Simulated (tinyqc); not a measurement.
Inside a calculation. Method: Pariser-Parr-Pople SCF with singles CI, for the molecule C=CC=CC=C(Cl)N=C (SMILES; centres numbered as the heavy atoms are written). Computed by tinyqc, a small Python program that keeps every step. Settings: charge = 0, gamma = MN, start = huckel, damping = 0.5, iteration cap = 85, excitations kept = 4. Command: `OMP_NUM_THREADS=1 python tinyqc.py 20256 20257 out.jsonl` (the two numbers bound the seeds that draw the settings). One thread of a shared host (Intel(R) Xeon(R) Processor @ 2.60GHz), about 0.01 s of CPU time with the checks. Later iterations appear only in the table of the cycle.

## PPP integrals

Centres (angstrom, eV; a flat drawing with bonds scaled to 1.40 angstrom):
```
centre,x,y,core charge z,W,gamma_rr
1C,-4.474000,-0.216000,1,11.160000,11.130000
2C,-3.213000,0.393000,1,11.160000,11.130000
3C,-2.055000,-0.394000,1,11.160000,11.130000
4C,-0.795000,0.215000,1,11.160000,11.130000
5C,0.363000,-0.573000,1,11.160000,11.130000
6C,1.624000,0.036000,1,11.160000,11.130000
7Cl,1.727000,1.432000,2,26.000000,13.000000
8N,2.781000,-0.751000,1,14.100000,12.300000
9C,4.042000,-0.142000,1,11.160000,11.130000
```

Resonance integrals (eV):
```
i,j,beta
1,2,-2.390000
2,3,-2.390000
3,4,-2.390000
4,5,-2.390000
5,6,-2.390000
6,7,-1.590000
6,8,-2.510000
8,9,-2.510000
```

Mataga-Nishimoto: gamma = 14.399645/(R + a), a = 2 x 14.399645/(gamma_rr + gamma_ss); H_rr = -W_r - sum_(s != r) z_s gamma_rs; H_rs = beta for bonds.

repulsion gamma_rs (eV):
```
,1C,2C,3C,4C,5C,6C,7Cl,8N,9C
1C,11.130000,5.344829,3.871592,2.881123,2.343721,1.946694,1.892260,1.693306,1.467840
2C,5.344829,11.130000,5.345303,3.872630,2.881112,2.343721,2.307049,1.964117,1.680539
3C,3.871592,5.345303,11.130000,5.346616,3.872553,2.881190,2.669941,2.369016,1.946957
4C,2.881123,3.872630,5.346616,11.130000,5.344187,3.871515,3.605512,2.918843,2.343721
5C,2.343721,2.881112,3.872553,5.344187,11.130000,5.344829,3.979469,3.941107,2.881123
6C,1.946694,2.343721,2.881190,3.871515,5.344829,11.130000,5.552633,5.478368,3.872630
7Cl,1.892260,2.307049,2.669941,3.605512,3.979469,5.552633,13.000000,4.042072,3.606298
8N,1.693306,1.964117,2.369016,2.918843,3.941107,5.478368,4.042072,12.300000,5.476148
9C,1.467840,1.680539,1.946957,2.343721,2.881123,3.872630,3.606298,5.476148,11.130000
```

core matrix H (eV):
```
,1C,2C,3C,4C,5C,6C,7Cl,8N,9C
1C,-34.493626,-2.390000,0.000000,0.000000,0.000000,0.000000,0.000000,0.000000,0.000000
2C,-2.390000,-39.206349,-2.390000,0.000000,0.000000,0.000000,0.000000,0.000000,0.000000
3C,0.000000,-2.390000,-42.133110,-2.390000,0.000000,0.000000,0.000000,0.000000,0.000000
4C,0.000000,0.000000,-2.390000,-44.949658,-2.390000,0.000000,0.000000,0.000000,0.000000
5C,0.000000,0.000000,0.000000,-2.390000,-45.727570,-2.390000,0.000000,0.000000,0.000000
6C,0.000000,0.000000,0.000000,0.000000,-2.390000,-48.004214,-1.590000,-2.510000,0.000000
7Cl,0.000000,0.000000,0.000000,0.000000,0.000000,-1.590000,-53.655234,0.000000,0.000000
8N,0.000000,0.000000,0.000000,0.000000,0.000000,-2.510000,0.000000,-46.025050,-2.510000
9C,0.000000,0.000000,0.000000,0.000000,0.000000,0.000000,0.000000,-2.510000,-38.041553
```

## Starting guess

pi electrons, sum of z_r less the charge = 10

Orbitals of the Hueckel matrix of the beta values.

P at the start:
```
,1C,2C,3C,4C,5C,6C,7Cl,8N,9C
1C,1.190134,0.827616,-0.190134,-0.295670,0.190134,0.148130,-0.285799,0.000000,-0.124716
2C,0.827616,1.000000,0.531947,0.000000,-0.147540,0.000000,0.098547,0.024589,0.000000
3C,-0.190134,0.531947,1.190134,0.680076,-0.190134,-0.204285,0.285799,0.000000,0.150540
4C,-0.295670,0.000000,0.680076,1.000000,0.623331,0.000000,-0.234452,-0.081033,0.000000
5C,0.190134,-0.147540,-0.190134,0.623331,1.190134,0.586540,-0.285799,0.000000,-0.235642
6C,0.148130,0.000000,-0.204285,0.000000,0.586540,1.000000,0.624661,0.449550,0.000000
7Cl,-0.285799,0.098547,0.285799,-0.234452,-0.285799,0.624661,1.429597,0.000000,-0.339886
8N,0.000000,0.024589,0.000000,-0.081033,0.000000,0.449550,0.000000,1.000000,0.889232
9C,-0.124716,0.000000,0.150540,0.000000,-0.235642,0.000000,-0.339886,0.889232,1.000000
```

## Iteration 1: Fock matrix

F_rr = H_rr + P_rr gamma_rr / 2 + sum_(s != r) P_ss gamma_rs; F_rs = H_rs - P_rs gamma_rs / 2; E = tr P (H + F) / 2 + core repulsion sum_(r<s) z_r z_s gamma_rs.

F (eV):
```
,1C,2C,3C,4C,5C,6C,7Cl,8N,9C
1C,-4.434510,-4.601734,0.368061,0.425930,-0.222811,-0.144182,0.270403,0.000000,0.091532
2C,-4.601734,-4.330589,-3.811708,0.000000,0.212540,0.000000,-0.113676,-0.024148,0.000000
3C,0.368061,-3.811708,-4.587418,-4.208054,0.368152,0.294292,-0.381534,0.000000,-0.146547
4C,0.425930,0.000000,-4.208054,-5.071106,-4.055599,0.000000,0.422660,0.118262,0.000000
5C,-0.222811,0.212540,0.368152,-4.055599,-5.624876,-3.957478,0.568664,0.000000,0.339457
6C,-0.144182,0.000000,0.294292,0.000000,-3.957478,-6.828056,-3.324256,-3.741400,0.000000
7Cl,0.270403,-0.113676,-0.381534,0.422660,0.568664,-3.324256,-15.083553,0.000000,0.612865
8N,0.000000,-0.024148,0.000000,0.118262,0.000000,-3.741400,0.000000,-8.733883,-4.944784
9C,0.091532,0.000000,-0.146547,0.000000,0.339457,0.000000,0.612865,-4.944784,-6.454972
```

pi energy = -138.680882 eV

## Iteration 1: orbitals and new P

Diagonalise F (the basis is taken as orthonormal) and form P = 2 sum c c over the lowest orbitals; 0.5 of the old P is kept.

orbital energies (eV): -16.628440  -13.809870  -11.711911  -10.021026  -7.552870  -3.478492  -1.256546  0.711129  2.599063

P after iteration 1:
```
,1C,2C,3C,4C,5C,6C,7Cl,8N,9C
1C,1.089961,0.851859,-0.094227,-0.321406,0.098294,0.197334,-0.208100,0.007263,-0.154270
2C,0.851859,1.005873,0.501159,0.004147,-0.123559,0.000486,0.057106,0.024415,-0.007720
3C,-0.094227,0.501159,1.080315,0.722719,-0.105164,-0.269962,0.225463,-0.004722,0.188937
4C,-0.321406,0.004147,0.722719,1.017003,0.576948,-0.003771,-0.144605,-0.079576,0.021386
5C,0.098294,-0.123559,-0.105164,0.576948,1.101177,0.666061,-0.254242,-0.007073,-0.277746
6C,0.197334,0.000486,-0.269962,-0.003771,0.666061,1.017822,0.453225,0.437976,-0.045057
7Cl,-0.208100,0.057106,0.225463,-0.144605,-0.254242,0.453225,1.665915,-0.022179,-0.213244
8N,0.007263,0.024415,-0.004722,-0.079576,-0.007073,0.437976,-0.022179,1.093533,0.884511
9C,-0.154270,-0.007720,0.188937,0.021386,-0.277746,-0.045057,-0.213244,0.884511,0.928399
```

## Iteration 2: Fock matrix

As before.

F (eV):
```
,1C,2C,3C,4C,5C,6C,7Cl,8N,9C
1C,-5.010106,-4.666521,0.182404,0.463006,-0.115187,-0.192074,0.196890,-0.006149,0.113222
2C,-4.666521,-4.960426,-3.729424,-0.008030,0.177993,-0.000569,-0.065873,-0.023977,0.006487
3C,0.182404,-3.729424,-5.044094,-4.322051,0.203627,0.388905,-0.300987,0.005593,-0.183926
4C,0.463006,-0.008030,-4.322051,-5.278670,-3.931660,0.007299,0.260688,0.116135,-0.025061
5C,-0.115187,0.177993,0.203627,-3.931660,-5.474179,-4.169991,0.505875,0.013937,0.400110
6C,-0.192074,-0.000569,0.388905,0.007299,-4.169991,-6.088845,-2.848296,-3.709698,0.087245
7Cl,0.196890,-0.065873,-0.300987,0.260688,0.505875,-2.848296,-14.090583,0.044824,0.384511
8N,-0.006149,-0.023977,0.005593,0.116135,0.013937,-3.709698,0.044824,-8.217109,-4.931855
9C,0.113222,0.006487,-0.183926,-0.025061,0.400110,0.087245,0.384511,-4.931855,-5.987403
```

pi energy = -140.342434 eV

## Iteration 2: orbitals and new P

As before.

orbital energies (eV): -15.424669  -13.218252  -12.026974  -10.320359  -7.838824  -3.163505  -1.037695  0.721501  2.157362

P after iteration 2:
```
,1C,2C,3C,4C,5C,6C,7Cl,8N,9C
1C,1.047263,0.868715,-0.052248,-0.334590,0.056897,0.215201,-0.156341,0.009544,-0.162360
2C,0.868715,1.005835,0.478007,0.005524,-0.106558,-0.001885,0.035654,0.023067,-0.008271
3C,-0.052248,0.478007,1.037510,0.752567,-0.065183,-0.301602,0.182279,-0.007378,0.205899
4C,-0.334590,0.005524,0.752567,1.016517,0.542374,0.001752,-0.097085,-0.076575,0.024757
5C,0.056897,-0.106558,-0.065183,0.542374,1.061321,0.714879,-0.227730,-0.006566,-0.303967
6C,0.215201,-0.001885,-0.301602,0.001752,0.714879,1.006976,0.356793,0.429699,-0.061022
7Cl,-0.156341,0.035654,0.182279,-0.097085,-0.227730,0.356793,1.794462,-0.034504,-0.140682
8N,0.009544,0.023067,-0.007378,-0.076575,-0.006566,0.429699,-0.034504,1.142695,0.883061
9C,-0.162360,-0.008271,0.205899,0.024757,-0.303967,-0.061022,-0.140682,0.883061,0.887422
```

## Iteration 3: Fock matrix

As before.

F (eV):
```
,1C,2C,3C,4C,5C,6C,7Cl,8N,9C
1C,-5.263239,-4.711567,0.101141,0.481997,-0.066675,-0.209465,0.147919,-0.008081,0.119159
2C,-4.711567,-5.235539,-3.667546,-0.010696,0.153502,0.002209,-0.041128,-0.022654,0.006950
3C,0.101141,-3.667546,-5.256122,-4.401844,0.126213,0.434486,-0.243337,0.008739,-0.200438
4C,0.481997,-0.010696,-4.401844,-5.377466,-3.839275,-0.003392,0.175020,0.111756,-0.029012
5C,-0.066675,0.153502,0.126213,-3.839275,-5.435261,-4.300453,0.453123,0.012939,0.437883
6C,-0.209465,0.002209,0.434486,-0.003392,-4.300453,-5.746244,-2.580571,-3.687024,0.118159
7Cl,0.147919,-0.041128,-0.243337,0.175020,0.453123,-2.580571,-13.619848,0.069734,0.253670
8N,-0.008081,-0.022654,0.008739,0.111756,0.012939,-3.687024,0.069734,-8.011269,-4.927888
9C,0.119159,0.006950,-0.200438,-0.029012,0.437883,0.118159,0.253670,-4.927888,-5.786701
```

pi energy = -141.255929 eV

## Iteration 3: orbitals and new P

As before.

orbital energies (eV): -14.873734  -12.959823  -12.194657  -10.444512  -7.982186  -3.010942  -1.005638  0.731790  2.008012

P after iteration 3:
```
,1C,2C,3C,4C,5C,6C,7Cl,8N,9C
1C,1.028261,0.880368,-0.033104,-0.340678,0.037438,0.219120,-0.121842,0.009972,-0.161751
2C,0.880368,1.004390,0.460774,0.005747,-0.094808,-0.003886,0.023772,0.021701,-0.007269
3C,-0.033104,0.460774,1.021444,0.773363,-0.045907,-0.315965,0.151607,-0.008741,0.212273
4C,-0.340678,0.005747,0.773363,1.011772,0.516897,0.007660,-0.070043,-0.073605,0.023161
5C,0.037438,-0.094808,-0.045907,0.516897,1.043880,0.745475,-0.206922,-0.004335,-0.320022
6C,0.219120,-0.003886,-0.315965,0.007660,0.745475,0.991695,0.299637,0.423566,-0.065966
7Cl,-0.121842,0.023772,0.151607,-0.070043,-0.206922,0.299637,1.865489,-0.041943,-0.096886
8N,0.009972,0.021701,-0.008741,-0.073605,-0.004335,0.423566,-0.041943,1.168948,0.883003
9C,-0.161751,-0.007269,0.212273,0.023161,-0.320022,-0.065966,-0.096886,0.883003,0.864122
```

## Convergence

Stop when output and input P, before any damping, agree to 1e-7.

Course of the cycle:
```
iteration,E (eV),largest |P(out) - P(in)|
1,-138.68088160,4.73e-01
2,-140.34243445,2.57e-01
3,-141.25592923,1.42e-01
4,-141.75610787,7.95e-02
5,-142.02757096,4.51e-02
6,-142.17365409,2.86e-02
7,-142.25172222,1.87e-02
8,-142.29322291,1.24e-02
9,-142.31519993,8.65e-03
10,-142.32680687,6.45e-03
11,-142.33292613,4.81e-03
...,...,...
38,-142.33973430,1.62e-06
39,-142.33973430,1.21e-06
40,-142.33973430,8.97e-07
41,-142.33973430,6.68e-07
42,-142.33973430,4.97e-07
43,-142.33973430,3.70e-07
44,-142.33973430,2.76e-07
45,-142.33973430,2.05e-07
46,-142.33973430,1.53e-07
47,-142.33973430,1.14e-07
48,-142.33973430,8.48e-08
```

Converged in 48 iterations.

## Converged orbitals

Charges are z - P_rr.

orbital energies (eV): -14.320880  -12.725315  -12.328591  -10.557214  -8.227827  -2.798589  -1.031370  0.712455  1.889416

coefficients:
```
,MO1,MO2,MO3,MO4,MO5,MO6,MO7,MO8,MO9
1C,0.015150,-0.120774,0.286530,-0.469677,-0.433257,0.372316,-0.431864,-0.364379,-0.192037
2C,0.033712,-0.202329,0.447454,-0.473342,-0.182766,-0.156154,0.360821,0.486790,0.329720
3C,0.068848,-0.259854,0.488147,-0.026844,0.442499,-0.385749,0.148103,-0.354932,-0.442954
4C,0.129713,-0.281184,0.393175,0.366238,0.337380,0.285902,-0.422260,0.070833,0.486320
5C,0.248624,-0.252826,0.158350,0.484699,-0.360310,0.329945,0.259195,0.298901,-0.468025
6C,0.454262,-0.180169,-0.078152,0.209518,-0.434306,-0.360346,0.140840,-0.474314,0.384577
7Cl,0.713502,0.632670,0.167442,-0.130091,0.161089,0.090733,-0.025946,0.083774,-0.061732
8N,0.397663,-0.456001,-0.414659,-0.226719,0.104384,-0.261799,-0.419085,0.342213,-0.195975
9C,0.204157,-0.305448,-0.306023,-0.270822,0.337585,0.539416,0.468764,-0.246629,0.111926
```

pi charges: 1C -0.010446, 2C 0.000509, 3C -0.014155, 4C 0.003136, 5C -0.031130, 6C 0.045117, 7Cl 0.039469, 8N -0.200626, 9C 0.168126

## Singles CI, singlets

Over the 4 single excitations with the smallest orbital gaps: A = (e_a - e_i) delta + 2 (ia|jb) - (ij|ab), with (pq|rs) = sum c_mp c_mq gamma_mn c_nr c_ns. f = 2/3 w |mu|^2 in atomic units, mu = sqrt2 sum c_ia sum_m c_mi c_ma R_m.

singlet CI matrix (eV):
```
,5>6,5>7,4>6,5>8
5>6,3.431247,-0.022526,0.042449,0.037676
5>7,-0.022526,4.775479,-0.347366,0.007102
4>6,0.042449,-0.347366,5.321162,-0.262291
5>8,0.037676,0.007102,-0.262291,6.202253
```

singlet excitation energies (eV): 3.429446  4.598997  5.420093  6.281604

oscillator strengths: 1.971328  0.063644  0.010498  0.007322

## Singles CI, triplets

Over the 4 single excitations with the smallest orbital gaps: A = (e_a - e_i) delta - (ij|ab), with (pq|rs) = sum c_mp c_mq gamma_mn c_nr c_ns.

triplet CI matrix (eV):
```
,5>6,5>7,4>6,5>8
5>6,1.140536,0.339617,0.373821,-0.463312
5>7,0.339617,3.096216,1.078394,-0.074896
4>6,0.373821,1.078394,3.728622,0.453985
5>8,-0.463312,-0.074896,0.453985,4.586766
```

triplet excitation energies (eV): 0.996503  2.241339  4.409662  4.904636
